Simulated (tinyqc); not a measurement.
## Double-gate transistor, scale length and short-channel effects: effect of the drain voltage

A body of thickness ts between two insulators of thickness ti and two tied gates. Below threshold the potential that source and drain add obeys Laplace's equation and vanishes on the gate. Its lowest mode decays along the channel as exp(-k y); k is the smallest positive root of the matching condition at the interface, and the scale length is Lambda = pi/k.

k is the smallest positive root of f(k) = ei cos(k ti) cos(k ts/2) - eps_r sin(k ti) sin(k ts/2). Along the channel psi(y) = s + a exp(y/l) + b exp(-y/l) with psi(0) = Vbi, psi(L) = Vbi + Vds and l = 1/k = Lambda/pi; with A = Vbi - s, B = A + Vds, x = exp(-L/l): a = (B - A x) x/(1 - x^2), b = (A - B x)/(1 - x^2). The minimum is s + 2 sqrt(a b), at y = (l/2) ln(b/a). The long-channel potential follows the gate as s = sT + (Vg - VTL)/m, and the threshold VT is the gate voltage at which the minimum equals sT. Swing = m Vt ln 10/g at threshold, g = d(minimum)/ds = 1 - (b x + a)/((1 + x) sqrt(a b)). DIBL = [VT(0.05 V) - VT(Vds)]/(Vds - 0.05 V). sT and Vbi are held fixed; m = 1.

Values chosen for this exercise; permittivities: semiconductor close to that of indium arsenide, insulator close to that of silicon nitride: temperature T = 400 K; relative permittivity of the semiconductor eps_r = 15.2; relative permittivity of the insulator ei = 7.56; insulator thickness ti = 2.6 nm; body thickness ts = 4.6 nm; channel length L = 35 nm; potential of the source Vbi = 0.95 V; potential of the barrier top at threshold sT = 0.51 V.

Constants: q = 1.602176634e-19 C, kB = 1.380649e-23 J/K, Vt = kB T/q. Results are converted to the units shown.

The same in every row: Lambda (nm) = 12.52; L/Lambda = 2.795.

Effect of the drain voltage:

| Vds (V) | VT - VTL at Vds (mV) | DIBL (mV/V) | swing (mV/decade) |
|---|---|---|---|
| 0.2 | -13.49 | 11.27 | 81.42 |
| 0.35 | -14.99 | 10.66 | 81.47 |
| 0.5 | -16.37 | 10.16 | 81.53 |
| 0.65 | -17.64 | 9.735 | 81.59 |
| 0.8 | -18.83 | 9.373 | 81.65 |
| 0.95 | -19.95 | 9.058 | 81.72 |
| 1.1 | -21.01 | 8.778 | 81.78 |

What does the comparison show?

As Vds goes from 0.2 to 1.1 V, Lambda stays at 12.5 nm, DIBL falls from 11.3 to 8.78 mV/V and the swing stays near 81.6 mV a decade.

Program tinyqc, `OMP_NUM_THREADS=1 python tinyqc.py 2420038 2420039 out.jsonl`; Intel Xeon 2.30GHz, shared host, one thread, about 0.01 s.
